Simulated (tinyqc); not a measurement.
Starting guesses with plain Roothaan steps: SCF starting guesses in the sto-3g basis, for H4, spin multiplicity 3. Computed by the program tinyqc with PySCF. 

Geometry (angstrom):

| atom | x | y | z |
|---|---|---|---|
| H | 0.0000 | 0.0000 | 0.0000 |
| H | 0.0000 | 0.0000 | 1.3250 |
| H | 0.0000 | 2.3100 | 0.0000 |
| H | 0.0000 | 2.3100 | 1.3250 |

lowest solution found by these runs and by PySCF with stability checks = -1.839609 hartree

UHF with one setting changed at a time; a run stops when the energy changes by less than 1e-09 hartree and the error matrix is below 1e-5. Starts: the lowest orbitals of the core Hamiltonian, of the Wolfsberg-Helmholz matrix (K = 1.75), projected atomic densities, random orbitals, and the highest orbitals of the core Hamiltonian (a deliberately bad start).

Largest element of the error matrix X^T (FDS - SDF) X:

| iteration | core | Wolfsberg-Helmholz | atomic densities | random | highest core orbitals |
|---|---|---|---|---|---|
| 1 | 1.6e-15 | 7.6e-16 | 1.2e-16 | 1.2e-01 | 1.5e-15 |
| 2 | 1.6e-15 | 1.5e-15 | 4.3e-16 | 9.4e-02 | 1.4e-14 |
| 3 | - | - | 3.6e-16 | 9.2e-02 | 1.3e-14 |
| 4 | - | - | - | 6.8e-02 | - |
| 5 | - | - | - | 3.2e-02 | - |
| 6 | - | - | - | 1.2e-02 | - |
| 8 | - | - | - | 1.4e-03 | - |
| 10 | - | - | - | 1.7e-04 | - |
| 14 | - | - | - | 1.0e-05 | - |

How each run ends:

| run | iterations | E (hartree) | state |
|---|---|---|---|
| core | 2 | -1.704894 | higher |
| Wolfsberg-Helmholz | 2 | -1.704894 | higher |
| atomic densities | 3 | -1.704894 | higher |
| random | 15 | -1.839609 | lowest found |
| highest core orbitals | 3 | -1.704894 | higher |

1 of 5 runs reach the lowest solution found, in 15 to 15 iterations (fastest: random). Ending on a higher stationary point: core, Wolfsberg-Helmholz, atomic densities, highest core orbitals; a small error matrix cannot reveal that, and an occupation fixed by the start is kept by symmetry or by the shape of the basin. The first errors are 2e-15, 8e-16, 1e-16, 1e-01, 1e-15.
